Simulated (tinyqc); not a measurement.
Inside a calculation. Method: Hubbard chain of 2 sites. One step of it, computed by the program tinyqc.

Question. Mean-field iteration 1. H(up) = T + U n(down), H(down) = T + U n(up); fill the lowest levels; n(new) = n + mixing (n(out) - n); E = tr T (rho up + rho down) + U sum n_up n_down of the output.

one-body matrix (hopping and site energies) (eV):
```
           1          2
1  -0.870000  -1.920000
2  -1.920000   0.280000
```

U = 9.300000 eV

electrons, up and down: 1  1

mixing = 0.200000

n(up) at the start (a guess, not normalised): 1 0.500000, 2 0.500000

n(down) at the start (a guess): 1 0.500000, 2 0.500000

Give: levels, up; levels, down; energy; n(up) after iteration 1; n(down) after iteration 1.

Answer.

levels, up (eV): 2.351  6.359

levels, down (eV): 2.351  6.359

energy = 0.434 eV

n(up) after iteration 1: 1 0.529, 2 0.471

n(down) after iteration 1: 1 0.529, 2 0.471
